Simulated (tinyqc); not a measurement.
Inside a calculation: optical gain and spontaneous emission in a bulk direct-gap semiconductor. Values are carried at full precision from step to step, so a last printed digit may differ when a step is redone from the rounded ones.

F_j(eta) = (1/Gamma(j + 1)) integral_0^infinity x^j dx/(1 + exp(x - eta)), which tends to exp(eta) for eta << 0.

Quasi-Fermi levels: n = Nc F_1/2(Fc/kT) and p = Nv F_1/2(Fv/kT), Fc counted up from the conduction edge and Fv down from the valence edge; Nc, Nv from N = 2 (m kB T/(4 pi c))^(3/2) with c = hbar^2/2m0, in 1/angstrom^3; times 1e24 for 1/cm^3, with me and (mhh^(3/2) + mlh^(3/2))^(2/3).

Constants: hbar^2/2m0 = 3.80998211 eV angstrom^2; kB = 8.617333262e-05 eV/K; fine-structure constant alpha = 0.007297352564; hbar = 6.58211957e-16 eV s; hbar c = 1973.269805 eV angstrom.

Values chosen for the exercise (near those of GaAs; shifted at random, so the results belong to these values and not to a real crystal):
- me = 0.0696 m0 (electron mass)
- mhh = 0.484 m0 (heavy-hole mass)
- mlh = 0.0789 m0 (light-hole mass)
- n = 5.6e+18 1/cm^3 (injected density, n = p)
- T = 400 K
- Eg = 1.44 eV (direct gap)
- Ep = 25.5 eV (Kane energy)
- nr = 3.55 (refractive index)
- E = 1.513 eV (photon energy)

## Quasi-Fermi levels

Solve for Fc and Fv.

kT = 0.034469 eV
Nc = 7.094e+17 1/cm^3
Nv = 1.387e+19 1/cm^3
Fc = 0.1588 eV
Fv = -0.0264 eV
Fc + Fv = 0.1325 eV

The separation of the quasi-Fermi levels exceeds the gap, so photons between Eg and Eg + (Fc + Fv) see gain. The quasi-Fermi level of the electrons lies inside the band, that of the holes in the gap.

## Absorption of the empty crystal

Parabolic bands, vertical transitions, no excitons. For each hole band j: mr = me mj/(me + mj); joint density of states J_j(E) = (mr/c)^(3/2) sqrt(E - Eg)/(2 pi^2), both spins, c = hbar^2/2m0; averaged matrix element |e.p|^2 = m0 Ep/6; alpha_j(E) = 4 pi^2 alpha_f c Ep J_j/(3 nr E) in 1/angstrom (alpha_f the fine-structure constant, listed as alpha among the constants), times 1e8 for 1/cm.

Evaluate at E for heavy and light holes.

mr, J and alpha of each hole band:
```
hole   mr (m0)  J (1/(eV angstrom^3))  alpha (1/cm)
heavy  0.06085              2.763e-05        4798.8
light  0.03698              1.309e-05        2273.5
```

The heavy-hole band gives 68 % of the total, 7072 1/cm.

## Occupations and gain at E

For band j the electron sits at Ee = (E - Eg) mr/me above its edge and the hole at Eh = (E - Eg) mr/mj; fe = 1/(1 + exp((Ee - Fc)/kT)), fh = 1/(1 + exp((Eh - Fv)/kT)); gain g = sum_j alpha_j (fe + fh - 1).

Use mr and alpha from the table.

Energies, occupations and gain of each hole band:
```
hole   Ee (eV)  Eh (eV)     fe     fh  g (1/cm)
heavy   0.0638   0.0092  0.940  0.263       975
light   0.0388   0.0342  0.970  0.147       267
```

total gain = 1242 1/cm

E - Eg = 0.0730 eV is below Fc + Fv = 0.1325 eV, so both bands give gain (Bernard-Duraffourg).

## Spontaneous emission

Spontaneous rate: R = integral of (nr E/(hbar c))^2/(pi^2 hbar) sum_j alpha_j fe fh dE, with alpha in 1/cm and (nr E/(hbar c))^2 in 1/cm^2 (1e16 per 1/angstrom^2); B = R/(n p); lifetime n/R.

Integrate over photon energy.

R = 3.21e+27 1/(cm^3 s)
B = 1.02e-10 cm^3/s
radiative lifetime = 1.74 ns

## Checks

- B at n = 1e13 1/cm^3 against the van Roosbroeck-Shockley value from alpha and ni^2 (cm^3/s): both 1.70e-10.

tinyqc: `OMP_NUM_THREADS=1 python tinyqc.py 1682171 1682172 out.jsonl`; about 0.08 s, one thread, shared Intel(R) Xeon(R) Processor @ 2.30GHz.
